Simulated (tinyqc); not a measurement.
Correction of a charged-defect supercell by a model charge and potential alignment (plane-averaged potentials). Changing the edge of the cubic cell L. Computed by tinyqc, a small Python program. Command: `OMP_NUM_THREADS=1 python tinyqc.py 3113408 3113409 out.jsonl align sweep`. One thread of a shared host (Intel(R) Xeon(R) Processor @ 2.30GHz), about 0.02 s of CPU time with the checks.

The "true" defect charge is (1 - x) q in a Gaussian of width sigma plus x q in one of width sigma_t, so the exact answer is known; the correction sees only a single model Gaussian of width sigma_m. A Gaussian of width s has the transform rho(G) = exp(-G^2 s^2/2), normalised to 1. A uniform background cancels q, so G = 0 is left out. Potentials are those felt by a unit positive charge. E_0 is the formation energy of the isolated defect, E_cell its value in the supercell, E_lat = E_iso - E_per of the model charge, C the true less the model potential far from the defect; the exact correction is E_0 - E_cell, and the error of a scheme is E_cell plus its correction less E_0.

Inputs (values chosen for the exercise, with screening close to that of silicon):

| quantity | value | unit |
|---|---|---|
| defect charge q | 1 | e |
| dielectric constant eps | 11.7 | - |
| width sigma of the true defect charge | 1.6 | angstrom |
| width sigma_m of the model charge | 1.2 | angstrom |
| share x of the charge in a wide tail | 0.12 | - |
| width sigma_t of the tail | 2.6 | angstrom |
| formation energy of the isolated defect E_0 | 1.76 | eV |

Constants: e^2/(4 pi eps_0) = 14.39964548 eV angstrom.

Method:
- Periodic energy E_per = (2 pi q^2/(eps L^3)) (e^2/(4 pi eps_0)) sum_(G != 0) rho(G)^2/G^2, G = (2 pi/L)(n1, n2, n3), |n_i| <= 16. Isolated energy: two Gaussians of charges q_a, q_b and widths a, b interact by q_a q_b (e^2/(4 pi eps_0 eps)) sqrt(2/pi)/sqrt(a^2 + b^2), and the self-energy is half the sum over pairs.
- Supercell value E_cell = E_0 + E_per - E_iso for the true charge.
- E_lat = E_iso - E_per for the model charge; point-charge value alpha q^2 e^2/(4 pi eps_0 eps 2 L) with alpha = 2.837297.
- Plane-averaged potential at distance z from the defect: V(z) = (4 pi q/(eps L^3)) (e^2/(4 pi eps_0 e)) sum_(m != 0) rho(G_m) cos(G_m z)/G_m^2, G_m = 2 pi m/L, |m| <= 40.
- C = difference at z = L/2; E_corr = E_cell + E_lat - q C. For charges that have died out at L/2, C = (2 pi q/(eps L^3)) (e^2/(4 pi eps_0 e)) (<s^2> - sigma_m^2), <s^2> = (1 - x) sigma^2 + x sigma_t^2.

One run for each value:

| edge of the cubic cell L (angstrom) | exact correction (eV) | error with the point-charge term alone (meV) | alignment C (V) | error with alignment (rounded to 1e-4 meV) (meV) |
|---|---|---|---|---|
| 12.1 | 0.13093 | 13.365 | 0.0068604 | 2.1930e-01 |
| 13.9 | 0.11679 | 8.822 | 0.0046180 | 5.7200e-02 |
| 15.6 | 0.10568 | 6.241 | 0.0032928 | 1.5100e-02 |
| 17.4 | 0.09585 | 4.498 | 0.0023805 | 3.4000e-03 |
| 19.1 | 0.08801 | 3.400 | 0.0018016 | 8.0000e-04 |
| 20.8 | 0.08131 | 2.633 | 0.0013954 | 2.0000e-04 |
| 22.6 | 0.07520 | 2.053 | 0.0010879 | 0 |
| 24.3 | 0.07020 | 1.651 | 0.0008752 | 0 |

Over the rows, exact correction (eV) falls from 0.131 to 0.0702 (exponent d ln y / d ln x -0.82 between the first rows and -0.95 between the last); error with the point-charge term alone (meV) falls from 13.4 to 1.65 (exponent d ln y / d ln x about -3.0 throughout); alignment C (V) falls from 0.00686 to 8.75e-4 (exponent d ln y / d ln x about -3.0 throughout). At the high end the exponent of exact correction is -0.95, close to -1: the point-charge term. The exponent of error with the point-charge term alone stays at -3: the next term after the point charge. At the high end the exponent of alignment C is -3.00, close to -3: a second moment over the volume.
